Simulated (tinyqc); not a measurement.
Charge neutrality of a doped semiconductor with incomplete ionisation: one step, computed by the program tinyqc. Command: `OMP_NUM_THREADS=1 python tinyqc.py 3003226 3003227 out.jsonl dopant walk`. One thread of a shared host (Intel(R) Xeon(R) Processor @ 2.30GHz), about 0.03 s of CPU time with the checks.

Energies are counted from the top of the valence band; E_D is measured down from the conduction band and E_A up from the valence band.

Question. The closed form for the extrinsic range. With Boltzmann statistics, no electrons and every donor ionised, p (p + N_D) = p1 (N_A - N_D - p) with p1 = (N_v/g_A) exp(-E_A/k_B T). Take the positive root.

Inputs (values chosen for the exercise, modelled on GaSb):
```
quantity                   value   unit
donor density N_D        1.8e+14  cm^-3
acceptor density N_A     9.6e+15  cm^-3
acceptor depth E_A        0.0296     eV
acceptor degeneracy g_A        4      -
temperature T                200      K
```

Doping: p-type, compensated. Statistics of the bands: Fermi-Dirac.

N_v = 3.599133e+18 cm^-3

k_B T = 0.01723467 eV

Give: p1; p from the quadratic.

Answer.

p1 = 1.6153e+17 cm^-3

p from the quadratic = 8.9177e+15 cm^-3
